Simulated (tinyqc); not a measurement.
Changing the Huang-Rhys factor S: non-radiative capture by multiphonon emission, one effective mode. Computed by tinyqc, a small Python program. Command: `OMP_NUM_THREADS=1 python tinyqc.py 3016787 3016788 out.jsonl capture sweep`. One thread of a shared host (Intel(R) Xeon(R) Processor @ 2.30GHz), about 0.05 s of CPU time with the checks.

The initial state (free carrier plus empty centre) lies dE above the final state; both have the same frequency and are displaced by dQ.

Inputs (values chosen for the exercise, for a model semiconductor):
```
quantity                     value                   unit
energy released dE            1.37                     eV
phonon energy hbar omega      81.3                    meV
electron-phonon coupling W  0.0061  eV/(u^(1/2) angstrom)
cell volume V                  829             angstrom^3
degeneracy g                     2                      -
broadening b                    49                    meV
carrier mass m               0.317                    m_0
temperature T                  400                      K
defect density N_t           3e+14                  cm^-3
```

Centre: neutral.

Constants: hbar^2/u = 4.18015928e-03 eV angstrom^2; k_B = 8.617333262e-05 eV/K; hbar = 6.582119569e-16 eV s; k_B = 1.380649e-23 J/K; m_0 = 9.1093837015e-31 kg.

Method:
- dQ = sqrt(2 S (hbar^2/u)/hbar omega); relaxation energy lambda = S hbar omega; phonons needed P = dE/hbar omega; classical barrier E_b = (dE - lambda)^2/(4 lambda); occupation n = 1/(exp(hbar omega/k_B T) - 1).
- Huang-Rhys weight for a net emission of p phonons: L_p = exp(-S (2n + 1)) ((n + 1)/n)^(p/2) I_p(2 S sqrt(n (n + 1))), I_p the modified Bessel function.
- M_p = sum_m w_m <m_i|Q|(m + p)_f>^2 with Q counted from the final minimum and Boltzmann weights w_m for m = 0..24; <m_i|Q|k_f> = sqrt((hbar^2/u)/(2 hbar omega)) [sqrt(k) <m|k-1> + sqrt(k+1) <m|k+1>], with overlaps of oscillators displaced by d = sqrt(2 S) summed on 1500 points from -16 to 16 + d.
- The delta function is a Gaussian of standard deviation b at dE - p hbar omega.
- C_0 = V (2 pi/hbar) g W^2 sum_p M_p Gaussian_p. The sum runs over the seven p from round(P) - 3 to round(P) + 3; 1 angstrom^3 = 1e-24 cm^3.
- For a neutral centre the Sommerfeld factor is 1.
- C = s C_0; v = sqrt(3 k_B T/m); sigma = C/v; tau = 1/(C N_t).

One run for each value:
```
Huang-Rhys factor S  capture coefficient C (cm^3/s)  classical barrier E_b (eV)  dQ (u^(1/2) angstrom)
3.2                                      5.7262e-15                      1.1836                 0.5736
4.0                                      7.5410e-14                      0.8392                 0.6414
6.2                                      6.6018e-12                      0.3719                 0.7985
7.8                                      4.5239e-11                      0.2135                 0.8956
9.8                                      2.1084e-10                      0.1031                 1.0039
12.0                                     5.6550e-10                      0.0399                 1.1109
15.0                                     1.0231e-09                      0.0046                 1.2420
19.0                                     9.7953e-10                      0.0049                 1.3978
```

Give the missing row, Huang-Rhys factor S = 5.0.

Computed row:
```
Huang-Rhys factor S  capture coefficient C (cm^3/s)  classical barrier E_b (eV)  dQ (u^(1/2) angstrom)
5.0                                      8.2296e-13                      0.5709                 0.7171
```

Interpolating between the two neighbouring rows (the first column on a logarithmic scale, the others too where they are positive) misses most in capture coefficient C (cm^3/s), by 11 %. Over the rows, capture coefficient C (cm^3/s) goes from 5.73e-15 through a maximum among these rows, 1.02e-9 at 15.0, to 9.80e-10; classical barrier E_b (eV) goes from 1.18 through a minimum among these rows, 0.00464 at 15.0, to 0.00494; dQ (u^(1/2) angstrom) rises from 0.574 to 1.40 (exponent d ln y / d ln x about 0.50 throughout). The barrier vanishes where S equals the number of phonons needed, dE/hbar omega = 16.9.

Caution (rows 3.20, 4.00, 5.00): the largest term is not the one nearest energy conservation, so C_0 depends strongly on the broadening b.

Extremes, crossings and ranges named in words are read from the listed rows.
